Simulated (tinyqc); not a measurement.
## Metal gate on a two-layer dielectric stack with fixed charge and a dipole: flat band against the thickness t2

Gate, layer 2, layer 1, p-type semiconductor; x runs from the gate inwards. Charges are counted in units of +q. psi is the band bending at the surface, positive towards inversion. Classical charge, Boltzmann statistics, no interface traps.

EOT = 3.9 (t1/e1 + t2/e2), Cox = eps0/(t1/e1 + t2/e2); phi_ms = pM - (chi + Eg - Vt ln(Nv/Na)). Vfb = phi_ms + Vd - (q/eps0) [Q1 (t1/e1 + t2/e2) + Q2 t2/e2 + r1 (t1^2/(2 e1) + t1 t2/e2) + r2 t2^2/(2 e2)]: each charge counts with its electrical distance from the gate. ni = sqrt(Nc Nv) exp(-Eg/(2 Vt)), Eg in volts, pB = Vt ln(Na/ni), Vth = Vfb + 2 pB + sqrt(4 q eps0 eps_r Na pB)/Cox.

Inputs (values chosen for the exercise); band and dielectric values close to those of silicon, layer 1 close to silicon nitride, layer 2 close to aluminium oxide: temperature T = 250 K; band gap Eg = 1.12 eV; relative permittivity eps_r = 11.9; conduction-band density of states at T Nc = 2.14e19 cm^-3; valence-band density of states at T Nv = 2.02e19 cm^-3; electron affinity chi = 4.02 eV; acceptor density Na = 1.4e18 cm^-3; work function of the gate metal pM = 4.45 eV; thickness of layer 1, next to the semiconductor t1 = 1.1 nm; relative permittivity of layer 1 e1 = 7.63; relative permittivity of layer 2 e2 = 9.03; fixed charge at the semiconductor interface Q1 = 2.6e11 cm^-2; fixed charge between the layers Q2 = 1.8e11 cm^-2; uniform charge density in layer 1 r1 = 0 cm^-3; uniform charge density in layer 2 r2 = -1.5e18 cm^-3; flat-band shift by a dipole layer between the layers Vd = 0.38 V.

Constants: q = 1.602176634e-19 C, kB = 1.380649e-23 J/K, Vt = kB T/q, eps0 = 8.8541878128e-14 F/cm where lengths are in cm. Results are converted to the units shown.

Result of one run:
```
t2 (nm),EOT (nm),Vfb (V),Vth (V)
8,4.017,-0.2336,1.571
```

What becomes of these results when the thickness of layer 2, next to the gate t2 is changed from 8 to 7 nm, all else the same?

Result of the changed run:
```
t2 (nm),EOT (nm),Vfb (V),Vth (V)
7,3.586,-0.2474,1.472
```

The whole series:
```
t2 (nm),EOT (nm),Vfb (V),Vth (V)
1,0.9941,-0.2666,0.9355
2,1.426,-0.2709,1.017
3,1.858,-0.2722,1.102
4,2.290,-0.2705,1.190
5,2.722,-0.2658,1.281
6,3.154,-0.2581,1.375
7,3.586,-0.2474,1.472
8,4.017,-0.2336,1.571
```

Vfb goes from -0.267 through a minimum of -0.272 (at t2 = 3 nm among the rows listed) to -0.234 V and Vth rises from 0.935 to 1.57 V. The slope dVfb/dEOT is -9.98 mV/nm between the first two rows and 31.8 between the last two: the charge inside the growing layer bends the line. A line through the end rows meets EOT = 0 at -0.277 V, against phi_ms + Vd = -0.252 V; an effective work function read from it is off by 355 mV from pM.

Numbers from tinyqc (`OMP_NUM_THREADS=1 python tinyqc.py 2010129 2010130 out.jsonl`; about 0.01 s on one thread of a shared Intel Xeon 2.30GHz).
